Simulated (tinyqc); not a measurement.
From results back to parameters: coherent potential approximation for a binary alloy with a semi-elliptic band. Four cases, with inputs chosen for the exercise.

Problem. With levels eA = -x d and eB = (1 - x) d on a semi-elliptic band of half width W, the alloy density has second moment W^2/4 + x (1 - x) d^2 and third moment x (1 - x)(1 - 2x) d^3 about its centre (exact, and kept by the CPA). The moments below come from hidden x and d > 0.

Case 1.

Values chosen: W = 1.8 eV (half width of the pure band).
second moment = 0.864675 eV^2
third moment = 0.014762 eV^3

Case 2.

Values chosen: W = 3.5 eV (half width of the pure band).
second moment = 8.429219 eV^2
third moment = 14.355973 eV^3

Case 3.

Values chosen: W = 3.7 eV (half width of the pure band).
second moment = 4.075009 eV^2
third moment = 0.712540 eV^3

Case 4.

Values chosen: W = 1.8 eV (half width of the pure band).
second moment = 1.674441 eV^2
third moment = 1.270209 eV^3

Find: d; x.

Solution. v = m2 - W^2/4 = x (1 - x) d^2 and u = m3/v = (1 - 2x) d; then d^2 = u^2 + 4v and x = (1 - u/d)/2.

Case 1.

d = 0.54 eV
x = 0.25

Case 2.

d = 5.35 eV
x = 0.25

Case 3.

d = 1.95 eV
x = 0.22

Case 4.

d = 2.37 eV
x = 0.19

Computed by tinyqc, one run a case: `OMP_NUM_THREADS=1 python tinyqc.py N N+1 out.jsonl` with N = 1450009, 1450054, 1450098, 1450101; one thread of a shared Intel(R) Xeon(R) Processor @ 2.30GHz, about 0.01 s a run at most.
